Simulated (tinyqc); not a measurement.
Heterojunction of two tight-binding chains, step by step. Values are carried at full precision from step to step, so a last printed digit may differ when a step is redone from the rounded ones.

Left chain: hopping -t1, sites at 2 t1 (band bottom 0). Right chain: hopping -t2, sites at dE + 2 t2 (bottom dE). t = c/(m a^2), c = hbar^2/2m0. The bond across the interface is -tc with tc = f sqrt(t1 t2), and the last left site has the extra energy U. In a chain E = bottom + 2t (1 - cos(ka)); the surface Green function of a half chain is g = -exp(ika)/t, with Im k > 0 where cos(ka) > 1.

Constants: hbar^2/2m0 = 3.80998211 eV angstrom^2.

Parameters, chosen for this exercise (masses and offset of the size met at InGaAs / InAlAs; not measured data): a = 5 angstrom (site spacing); m1 = 0.04 m0 (mass on the left); m2 = 0.077 m0 (mass on the right); f = 0.8 (factor on the interface hopping); dE = 0.62 eV (band offset); E = 1 eV (electron energy); U = 0.33 eV (extra energy on the last left site).

## Hoppings

Form t1, t2 and tc.

t1 = 3.8100 eV
t2 = 1.9792 eV
tc = 2.1968 eV

## Wave numbers and velocities

The left chain has hopping t1 and band bottom 0, the right one t2 and dE. cos(ka) = 1 - (E - bottom)/(2t); dE/dk = 2 t a sin(ka).

ka (rad): left 0.51809, right 0.44176

dE/dk (eV angstrom): left 18.8679, right 8.4617

## Self-energies on the last left site

Hoppings t1 (left), t2 (right), tc (interface); g is the surface Green function of a half chain. The rest of the left chain gives S1 = t1^2 g1 = -t1 exp(i k1 a); the right chain gives S2 = tc^2 g2 = -(tc^2/t2) exp(i k2 a).

S1 = -3.30998-1.88679i eV
S2 = -2.20431-1.04248i eV

## Transmission

The last site of the left chain has energy 2 t1 + U, and S1, S2 are the self-energies of the two half chains on it. G = 1/(E - 2 t1 - U - S1 - S2); T = 4 Im(S1) Im(S2) |G|^2.

G = -0.1349-0.2753i 1/eV
T = 0.7393

A fraction 0.2607 is reflected although the electron lies above the step.

## Checks

- T from the Green function against 1 - |r|^2 from matching plane waves: both 0.739327.

tinyqc: `OMP_NUM_THREADS=1 python tinyqc.py 1452842 1452843 out.jsonl`; about 0.01 s, one thread, shared Intel(R) Xeon(R) Processor @ 2.30GHz.
